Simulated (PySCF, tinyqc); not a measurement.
The basis set: RHF and MP2 along a ladder of basis sets, for H4, spin multiplicity 1. Computed by the program tinyqc with PySCF. 

Geometry (angstrom):
```
atom,x,y,z
H,0.0000,0.0000,0.0000
H,0.0000,0.0000,0.8160
H,0.0000,0.9870,0.0000
H,0.0000,0.9870,0.8160
```

Same geometry throughout; the dipole is taken about the origin.

RHF and frozen-core MP2 in a ladder of bases:
```
basis,functions,E(RHF) (hartree),E(MP2 corr) (hartree),HOMO (eV),LUMO (eV),dipole (debye)
sto-3g,4,-1.86086,-0.04095,-7.209,9.094,0.000
3-21g,8,-1.96690,-0.04488,-9.254,2.742,0.000
6-31g,8,-1.97538,-0.04511,-9.378,2.350,0.000
6-31g**,20,-1.99540,-0.06612,-9.116,2.491,0.000
cc-pvdz,20,-1.99579,-0.06681,-9.116,2.063,0.000
aug-cc-pvdz,36,-1.99700,-0.06967,-9.198,0.891,0.000
cc-pvtz,56,-2.00372,-0.07943,-9.185,1.757,0.000
```

From cc-pVDZ to cc-pVTZ the RHF energy falls by 7.9 mhartree and the correlation energy by 12.6. If valence correlation converges as X^-3, (27 E(T) - 8 E(D))/19 gives -0.0847 hartree, a rough estimate from such small X that usually falls short; STO-3G holds about 48 % of it. Beyond STO-3G the LUMO moves by 1.9 eV and the HOMO by 0.3 eV. The restricted reference is unstable here: a spin-polarised solution lies 0.0072 hartree lower (PySCF, cc-pVDZ), so results built on it describe a poor reference.
